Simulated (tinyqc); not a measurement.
Minority-electron transport through the base of a bipolar transistor (Moll-Ross and Kroemer integrals): one step, computed by the program tinyqc.

Low injection, one dimension, x from the emitter edge (0) to the collector edge (W), s = x/W. Recombination is treated as a small correction (valid for tau_B well below tau_n), computed from the stored charge.

Task: Gain and speed. Emitter-limited gain beta_E = G_E/G_B; recombination-limited gain beta_R = tau_n/tau_B; 1/beta = 1/beta_E + 1/beta_R; f_T from the base alone = 1/(2 pi tau_B).

Inputs (values chosen for the exercise, modelled on silicon): saturation velocity v_s = 0.87 1e7 cm/s; electron lifetime tau_n = 0.42 ns; emitter Gummel number G_E = 1.5e+13 s/cm^4; temperature T = 300 K.

Base doping profile: Gaussian. Gap grading: linear. Exit of the base: infinite sink.

base Gummel number G_B = 5.247085e+11 s/cm^4

base transit time tau_B = 0.9230592 ps

Give: beta_E; beta_R; current gain beta; f_T from the base alone.

Result:

beta_E = 28.59

beta_R = 455.0

current gain beta = 26.90

f_T from the base alone = 172.4 GHz

The gain is limited mainly by hole injection into the emitter (94 % of the base current). Caution: the mean velocity exceeds v_s, so drift-diffusion with a low-field mobility overstates the speed.
